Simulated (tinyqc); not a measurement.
## Charge pumping in an n-channel transistor: effect of temperature

The gate is pulsed from accumulation to inversion and back. Energies E are counted from the intrinsic level; Dit(E) = D0 [1 + b (2 E/Eg)^2]. During each edge the traps near the bands emit their carriers, and those between Eh and Ee recombine once a cycle.

Nc and Nv are given at 300 K and scale as T^1.5, vth as T^0.5; Eg and the cross-sections are held. ni = sqrt(Nc Nv) exp(-Eg/(2 Vt)), Eg in volts; emission times te = (dV/Va) tf and th = (dV/Va) tr; Ee = -Vt ln(vth sn ni te), Eh = +Vt ln(vth sp ni th). Nit = integral of Dit from Eh to Ee = D0 [Ee - Eh + 4 b (Ee^3 - Eh^3)/(3 Eg^2)], Qcp = q A Nit, Icp = f Qcp.

Inputs (values chosen for the exercise); band and dielectric values close to those of silicon:

| symbol | value | unit | meaning |
|---|---|---|---|
| Eg | 1.14 | eV | band gap |
| Nc | 2.8e19 | cm^-3 | conduction-band density of states at 300 K |
| Nv | 2.7e19 | cm^-3 | valence-band density of states at 300 K |
| A | 0.13 | um^2 | gate area |
| D0 | 6.1e10 | cm^-2 eV^-1 | trap density at midgap |
| b | 0 |  | rise of the trap density towards the band edges |
| sn | 1e-16 | cm^2 | cross-section for electrons |
| sp | 4.3e-16 | cm^2 | cross-section for holes |
| vth | 1e7 | cm/s | thermal velocity at 300 K, one nominal value for electrons and holes |
| dV | 0.98 | V | Vth - Vfb |
| Va | 2.9 | V | pulse height |
| f | 29000 | Hz | frequency |
| tr | 1400 | ns | rise time |
| tf | 1100 | ns | fall time |

Constants: q = 1.602176634e-19 C, kB = 1.380649e-23 J/K, Vt = kB T/q. Results are converted to the units shown.

Results:
```
T (K)  Ee (eV)  Eh (eV)  Nit (cm^-2)  Icp (pA)
180     0.4426  -0.4163     5.239e10    0.3165
220     0.4067  -0.3745     4.766e10    0.2879
260     0.3696  -0.3315     4.276e10    0.2583
300     0.3313  -0.2874     3.774e10    0.2280
340     0.2922  -0.2424     3.261e10    0.1970
420     0.2115  -0.1500     2.205e10    0.1332
```

Estimate the missing row, T = 380 K.

Computed row:
```
T (K)  Ee (eV)  Eh (eV)  Nit (cm^-2)  Icp (pA)
380     0.2522  -0.1965     2.737e10    0.1653
```

With this row back in the table: The window Ee - Eh shrinks from 0.859 to 0.361 eV, since emission is faster when hot, and Icp falls from 0.316 to 0.133 pA.

Range of the model: The Fermi levels of inversion and accumulation are taken to lie beyond Ee and Eh, the flat tops to fill all traps, and no geometric current is added.

tinyqc, about 0.01 s, one thread, Intel Xeon 2.30GHz (shared host): `OMP_NUM_THREADS=1 python tinyqc.py 2030134 2030135 out.jsonl`
